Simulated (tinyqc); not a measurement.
# Worked calculation: undoped gate-all-around wire MOSFET, analytic charge model

Numbers from tinyqc (`OMP_NUM_THREADS=1 python tinyqc.py 2460049 2460050 out.jsonl`; about 0.02 s on one thread of a shared Intel Xeon 2.30GHz). Printed values are rounded.

An undoped round wire of radius R under an insulator shell and a surrounding gate; long channel, electrons only, n = ni exp((psi - V)/Vt) with V the quasi-Fermi potential (0 at the source, Vd at the drain), constant mobility, no quantisation. The radial Poisson equation gives n(r) = n(0)/(1 - (1 - b) r^2/R^2)^2 with b = Q0/(Q + Q0). Q is the electron charge per area of the wire surface.

Inputs (values chosen for the exercise); material values close to those of germanium:
```
symbol    value        unit                                             meaning
T           300           K                                         temperature
Eg         0.66          eV                                            band gap
eps_r        16                      relative permittivity of the semiconductor
Nc      1.02e19       cm^-3              conduction-band density of states at T
Nv      6.11e18       cm^-3                 valence-band density of states at T
eox        23.8                     relative permittivity of the gate insulator
tox         5.1          nm                                 insulator thickness
R            20          nm                                         wire radius
dphi      -0.13           V  gate work function less that of the intrinsic body
mu          170  cm^2/(V s)                                    channel mobility
L             2          um                                         gate length
Vg         0.68           V                                        gate voltage
Vd          0.3           V                                       drain voltage
```

Constants: q = 1.602176634e-19 C, kB = 1.380649e-23 J/K, Vt = kB T/q, eps0 = 8.8541878128e-14 F/cm where lengths are in cm. Results are converted to the units shown.

Range of the model: The surface density at the source passes 0.3 Nc, where Boltzmann statistics fail.

## Constants of the wire

ni = sqrt(Nc Nv) exp(-Eg/(2 Vt)), Eg in volts; Cox = eps0 eox/(R ln(1 + tox/R)); Q0 = 4 eps0 eps_r Vt/R; V0 = dphi + Vt ln[8 eps0 eps_r Vt/(q ni R^2)].

ni = 2.25717e13 cm^-3
Cox = 4.63885 uF/cm^2
Q0 = 73.2475 nC/cm^2
V0 = 0.126352 V

## Iteration 1: charge at the source by Newton steps

Q at the start = 7.3 nC/cm^2

With V = 0: f = Q/Cox + Vt ln(Q/Q0) + Vt ln(1 + Q/Q0) - (Vg - V0); f' = 1/Cox + Vt/Q + Vt/(Q + Q0); Q(new) = Q - f/f'.

f = -0.609233 V
f' = 0.00407789 V cm^2/nC
Q after iteration 1 = 156.699 nC/cm^2

## Iteration 2: charge at the source by Newton steps

As before.

f = -0.470634 V
f' = 4.92976e-4 V cm^2/nC
Q after iteration 2 = 1111.38 nC/cm^2

## Course of the iteration: charge at the source by Newton steps

Stop when Q changes by less than 1e-8 nC/cm^2, or after 40 iterations.

Course of the iteration:
```
iteration	Q (nC/cm^2)	|change| (nC/cm^2)
1	156.699	149
2	1111.38	955
3	1770.52	659
4	1796.08	25.6
5	1796.10	0.0210
6	1796.10	1.40e-8
7	1796.10	0
```

Converged in 7 iterations. At the end the number of correct digits about doubles with each step.

## Drain current and line charge

Qs = 1796.10 nC/cm^2
Qd = 642.763 nC/cm^2

Q solves Vg - V0 - V = Q/Cox + Vt ln(Q/Q0) + Vt ln(1 + Q/Q0). I = mu (2 pi R/L)[2 Vt (Qs - Qd) + (Qs^2 - Qd^2)/(2 Cox) + Vt Q0 ln((Qd + Q0)/(Qs + Q0))], with Qs at V = 0 and Qd at V = Vd. Electrons per length at the source: 2 pi R Qs/q; surface over centre density: (1 + Qs/Q0)^2.

first term = 0.636956 uA
second term = 3.23841 uA
third term = -0.0194101 uA
I = 3.85596 uA
electrons per length = 14.0874 1/nm
surface over centre density = 651.321

The square-law term makes up 84.0 % of the current.
